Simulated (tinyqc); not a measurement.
From results back to parameters: donor near an oxide interface in a gate field (two-state model). Five cases, with inputs chosen for the exercise.

Problem. The critical field, at which E_D = E_I, was computed from a hidden binding energy ED.

Interface at z = 0 (hard wall), donor at z = d, field F pulling electrons to the interface: potential e F z; 1 kV/cm = 1e-5 eV/angstrom, c = hbar^2/2m0, q = e^2/(4 pi eps0), Q = (eps - eo)/(eps + eo). Donor state: E_D = e F d - ED - q Q/(4 eps d), the last term joining the images of ion and electron. Interface state: z exp(-b z/2) exp(-rho^2/(2 L^2)) with E_z = c b^2/(4 mz) + 3 e F/b + q Q b/(8 eps), minimised over b; in the plane at z = 3/b the ion (distance D = d - 3/b) and its image (D' = d + 3/b) give E_rho = c/(mt L^2) - (q/eps)(sqrt(pi)/L)[erfcx(D/L) + Q erfcx(D'/L)], erfcx(x) = exp(x^2) erfc(x), minimised over L. E_I = E_z + E_rho.

Constants: hbar^2/2m0 = 3.80998211 eV angstrom^2; e^2/(4 pi eps0) = 14.39964547 eV angstrom.

Find: E_I; ED.

Method. E_I follows from the field alone, and ED = e F d - q Q/(4 eps d) - E_I.

Case 1.

Values chosen (near those of a donor in Si below Si3N4, static dielectric constants; shifted at random, so the results belong to these values and not to a real crystal):
- d = 90 angstrom (depth of the donor)
- mz = 0.926 m0 (mass across the interface)
- mt = 0.194 m0 (mass in the plane)
- eps = 11.4 (dielectric constant of the semiconductor)
- eo = 7.5 (dielectric constant of the oxide)

critical field = 51.889 kV/cm

Solution.

E_I = 14.88 meV
ED = 31.1 meV

Case 2.

Values chosen (near those of a donor in Si below SiO2, static dielectric constants; shifted at random, so the results belong to these values and not to a real crystal):
- d = 180 angstrom (depth of the donor)
- mz = 0.909 m0 (mass across the interface)
- mt = 0.19 m0 (mass in the plane)
- eps = 11.3 (dielectric constant of the semiconductor)
- eo = 3.9 (dielectric constant of the oxide)

critical field = 40.739 kV/cm

Solution.

E_I = 19.57 meV
ED = 52.9 meV

Case 3.

Values chosen (near those of a donor in Si below HfO2, static dielectric constants; shifted at random, so the results belong to these values and not to a real crystal):
- d = 170 angstrom (depth of the donor)
- mz = 0.917 m0 (mass across the interface)
- mt = 0.189 m0 (mass in the plane)
- eps = 11.2 (dielectric constant of the semiconductor)
- eo = 22 (dielectric constant of the oxide)

critical field = 39.232 kV/cm

Solution.

E_I = 12.51 meV
ED = 54.8 meV

Case 4.

Values chosen (near those of a donor in Si below Si3N4, static dielectric constants; shifted at random, so the results belong to these values and not to a real crystal):
- d = 90 angstrom (depth of the donor)
- mz = 0.923 m0 (mass across the interface)
- mt = 0.192 m0 (mass in the plane)
- eps = 11.2 (dielectric constant of the semiconductor)
- eo = 7.5 (dielectric constant of the oxide)

critical field = 76.114 kV/cm

Solution.

E_I = 23.10 meV
ED = 44.7 meV

Case 5.

Values chosen (near those of a donor in Si below SiO2, static dielectric constants; shifted at random, so the results belong to these values and not to a real crystal):
- d = 180 angstrom (depth of the donor)
- mz = 0.914 m0 (mass across the interface)
- mt = 0.192 m0 (mass in the plane)
- eps = 11.5 (dielectric constant of the semiconductor)
- eo = 3.9 (dielectric constant of the oxide)

critical field = 24.621 kV/cm

Solution.

E_I = 12.16 meV
ED = 31.3 meV

Computed by tinyqc, one run a case: `OMP_NUM_THREADS=1 python tinyqc.py N N+1 out.jsonl` with N = 1252256, 1252291, 1252347, 1252360, 1252371; one thread of a shared Intel(R) Xeon(R) Processor @ 2.30GHz, about 0.1 s a run at most.
